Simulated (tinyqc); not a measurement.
Donor level screened by free carriers (Yukawa potential), step by step. Values are carried at full precision from step to step, so a last printed digit may differ when a step is redone from the rounded ones.

Screening wave number: Debye ks^2 = 4 pi q n/(eps kB T); Thomas-Fermi ks^2 = 6 pi q n/(eps EF) with EF = c (3 pi^2 n/gv)^(2/3)/m, c = hbar^2/2m0; the two are joined by 1/ks^2 = sqrt(1/ks_D^4 + 1/ks_TF^4). 1e18/cm^3 = 1e-6/angstrom^3, q = e^2/(4 pi eps0).

Constants: e^2/(4 pi eps0) = 14.39964547 eV angstrom; kB = 8.617333262e-05 eV/K; hbar^2/2m0 = 3.80998211 eV angstrom^2; Ry = 13.60569312 eV; a0 (Bohr radius) = 0.5291772105 angstrom.

Inputs chosen for the exercise (near those of a donor in InP, with one mean mass; the results hold for these values, not for the real material): m = 0.08 m0 (mass); eps = 12.4 (dielectric constant); gv = 1 (valleys); T = 300 K (temperature); n = 0.036 x 1e18/cm^3 (free-carrier density).

## Units and screening length

Give Ry* = Ry m/eps^2, a* = a0 eps/m, EF, the three values of ks, and x = ks a*.

Ry* = 7.079 meV
a* = 82.02 angstrom
EF = 4.97 meV

ks: Debye, Thomas-Fermi, joined (1/angstrom): [0.00451, 0.01259, 0.00449]

x = 0.3682

EF/kB T = 0.19, so the Debye value, the smaller one, controls the screening.

## One-parameter trial function

Potential -(q/(eps r)) exp(-ks r), q = e^2/(4 pi eps0). In units Ry* = Ry m/eps^2 and a* = a0 eps/m the problem is [-Laplacian - 2 exp(-x r)/r] psi = E psi with x = ks a*.

For exp(-z r): E(z) = z^2 - 8 z^3/(2z + x)^2 in Ry*. Scan z = 0.5, 0.6, ..., 1.1, then minimise; first order gives -1 + 2x.

Scan (Ry*):
```
z    kinetic  potential        E
0.5   0.2500    -0.5342  -0.2842
0.6   0.3600    -0.7026  -0.3426
0.7   0.4900    -0.8776  -0.3876
0.8   0.6400    -1.0573  -0.4173
0.9   0.8100    -1.2405  -0.4305
1.0   1.0000    -1.4264  -0.4264
1.1   1.2100    -1.6143  -0.4043
```

best z = 0.927
E = -0.4311 Ry*
binding = 3.05 meV

First order in x would give -0.264 Ry*, a rigid shift by q ks/eps; it overstates the loss of binding by 0.168 Ry*.

## Converged levels

Converged values use 18 functions exp(-z r), z = 1.55^i, i = -11 to 6: S = 2/A^3, H = z_i z_j S - 2/(A + x)^2, A = z_i + z_j.

The 1s and 2s levels and the mean radius.

1s = -0.4324 Ry*
binding = 3.06 meV
<r> = 136.3 angstrom
second root = 0.0000 Ry*

The trial function misses by 0.0012 Ry*. Screening leaves 43 % of the bare binding, 0.12 kB T. 2s is no longer bound (it unbinds at x = 0.310). At this density n^(1/3) a* is past the Mott value 0.26, so real donors overlap and form no separate level.

## Checks

- 1s at x = 0.5 against the known -0.29623 Ry*: both -0.29623.
- 1s at x = 0 against -1: both -1.00000.

Run: tinyqc, `OMP_NUM_THREADS=1 python tinyqc.py 1280065 1280066 out.jsonl`; Intel(R) Xeon(R) Processor @ 2.30GHz, one thread, shared host; about 0.01 s of CPU time with all checks.
